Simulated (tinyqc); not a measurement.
## Capacitance measurement on a leaky thin oxide: effects of series resistance and leakage: effect of the gate leakage current density, not matched to the thickness

The device is a capacitance C in parallel with a leakage conductance G, in series with Rs and Ls. An impedance meter reports either a parallel pair (Cp, Gp) from Y = 1/Z = Gp + i w Cp or a series pair (Cs, Rm) from Z = Rm + 1/(i w Cs); w = 2 pi f, dissipation D = Gp/(w |Cp|).

EOT = 3.9 tox/eox; CET = EOT + zc + zp; C = 3.9 eps0 A/CET; G = Jg A/Vs. Z = Rs + i w Ls + 1/(G + i w C); CET read from Cp = 3.9 eps0 A/Cp; errors under 0.001 % are printed as 0.

Inputs (values chosen for the exercise); values of the order met in thin-oxide MOS capacitors: relative permittivity of the gate insulator (close to silicon dioxide) eox = 3.9; insulator thickness tox = 1.5 nm; gate area A = 2500 um^2; oxide-equivalent thickness added by the accumulation layer zc = 0.4 nm; oxide-equivalent thickness added by gate depletion zp = 0.14 nm; voltage for an e-fold rise of the leakage Vs = 0.33 V; series resistance Rs = 490 ohm; series inductance Ls = 0 nH; measuring frequency f = 50000 Hz.

Constants: eps0 = 8.8541878128e-14 F/cm where lengths are in cm. Results are converted to the units shown.

The same in every row: C (pF) = 42.32.

Effect of the gate leakage current density, not matched to the thickness:

| Jg (A/cm^2) | Cp (pF) | Cs (pF) | D | error of Cp (%) | error of Cs (%) | CET read from Cp (nm) |
|---|---|---|---|---|---|---|
| 1e-5 | 42.32 | 42.32 | 0.006571 | -4.32e-3 | 0 | 2.040 |
| 0.0001 | 42.32 | 42.32 | 0.007084 | -4.99e-3 | 0 | 2.040 |
| 0.001 | 42.31 | 42.32 | 0.01221 | -0.0117 | 3.25e-3 | 2.040 |
| 0.02 | 42.25 | 42.87 | 0.1206 | -0.153 | 1.30 | 2.043 |
| 0.2 | 41.69 | 97.28 | 1.155 | -1.47 | 130 | 2.070 |
| 2 | 36.67 | 5539 | 12.25 | -13.3 | 1.30e4 | 2.354 |
| 30 | 9.472 | 1.237e6 | 361.3 | -77.6 | 2.92e6 | 9.114 |
| 300 | 0.2873 | 1.237e8 | 2.075e4 | -99.3 | 2.92e8 | 300.5 |

What does the table show?

As Jg goes from 1e-5 to 300, the error of Cp goes from -0.00432 to -99.3 %, that of Cs from 0 to 2.92e8 %, and D rises from 0.00657 to 20700. The CET read from Cp goes from 2.04 to 300 nm against the true 2.04 nm. For Jg = 0.2, 2, 30, 300 D exceeds 1, where the accuracy of real meters degrades in proportion to sqrt(1 + D^2).

tinyqc, about 0.01 s, one thread, Intel Xeon 2.30GHz (shared host): `OMP_NUM_THREADS=1 python tinyqc.py 2022185 2022186 out.jsonl`
